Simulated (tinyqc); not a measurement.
Inside a calculation. Method: Pariser-Parr-Pople SCF with singles CI, for the molecule C=C(N)C=CC=CC=CCl (SMILES; centres numbered as the heavy atoms are written). One step of it, computed by the program tinyqc.

Question. PPP integrals. Mataga-Nishimoto: gamma = 14.399645/(R + a), a = 2 x 14.399645/(gamma_rr + gamma_ss); H_rr = -W_r - sum_(s != r) z_s gamma_rs; H_rs = beta for bonds.

Centres (angstrom, eV; a flat drawing with bonds scaled to 1.40 angstrom):
```
centre          x          y  core charge z          W   gamma_rr
1C       4.448000   0.761000              1  11.160000  11.130000
2C       3.280000  -0.011000              1  11.160000  11.130000
3N       3.365000  -1.409000              2  25.600000  16.800000
4C       2.028000   0.614000              1  11.160000  11.130000
5C       0.860000  -0.158000              1  11.160000  11.130000
6C      -0.393000   0.467000              1  11.160000  11.130000
7C      -1.561000  -0.305000              1  11.160000  11.130000
8C      -2.813000   0.320000              1  11.160000  11.130000
9C      -3.981000  -0.452000              1  11.160000  11.130000
10Cl    -5.234000   0.173000              2  26.000000  13.000000
```

Resonance integrals (eV):
```
i   j       beta
1   2  -2.330000
2   3  -2.190000
2   4  -2.330000
4   5  -2.330000
5   6  -2.330000
6   7  -2.330000
7   8  -2.330000
8   9  -2.330000
9  10  -1.550000
```

Give: repulsion gamma_rs; core matrix H.

Answer.

repulsion gamma_rs (eV), lower triangle:
```
           1C       2C       3N       4C       5C       6C       7C       8C
1C    11.1300
2C     5.3454  11.1300
3N     4.1661   5.9216  16.8000
4C     3.8727   5.3469   4.1665  11.1300
5C     2.8813   3.8727   3.7586   5.3454  11.1300
6C     2.3438   2.8812   2.7526   3.8717   5.3451  11.1300
7C     1.9468   2.3438   2.3686   2.8808   3.8717   5.3454  11.1300
8C     1.6806   1.9470   1.9337   2.3438   2.8812   3.8727   5.3469  11.1300
9C     1.4679   1.6806   1.7063   1.9468   2.3438   2.8813   3.8727   5.3454
10Cl   1.3219   1.4830   1.4830   1.7003   1.9735   2.3827   2.9402   3.9789

           9C     10Cl
9C    11.1300
10Cl   5.5517  13.0000
```

core matrix H (eV), lower triangle:
```
            1C        2C        3N        4C        5C        6C        7C        8C
1C    -41.6745
2C     -2.3300  -49.3870
3N      0.0000   -2.1900  -55.3401
4C      0.0000   -2.3300    0.0000  -48.5017
5C      0.0000    0.0000    0.0000   -2.3300  -49.1654
6C      0.0000    0.0000    0.0000    0.0000   -2.3300  -47.9718
7C      0.0000    0.0000    0.0000    0.0000    0.0000   -2.3300  -47.3857
8C      0.0000    0.0000    0.0000    0.0000    0.0000    0.0000   -2.3300  -46.4030
9C      0.0000    0.0000    0.0000    0.0000    0.0000    0.0000    0.0000   -2.3300
10Cl    0.0000    0.0000    0.0000    0.0000    0.0000    0.0000    0.0000    0.0000

            9C      10Cl
9C    -45.2145
10Cl   -1.5500  -50.2983
```
